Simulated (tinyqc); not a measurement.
Ten-year voltage from two stress tests.

Question. Lifetimes follow tau = t0 exp(B/Vd). Ten years are 3.15576e8 s. Find B, t0 and the drain voltage for ten years.

lifetimes at Vd = 3.4 and 3.9 V (s): 5.2e5  67872.4166

Answer. ln(tau) is linear in 1/Vd.

B = 54.00 V
t0 = 0.06582 s
ten-year voltage = 2.423 V

Numbers from tinyqc (`OMP_NUM_THREADS=1 python tinyqc.py 2550134 2550135 out.jsonl`; about 0.01 s on one thread of a shared Intel Xeon 2.30GHz).
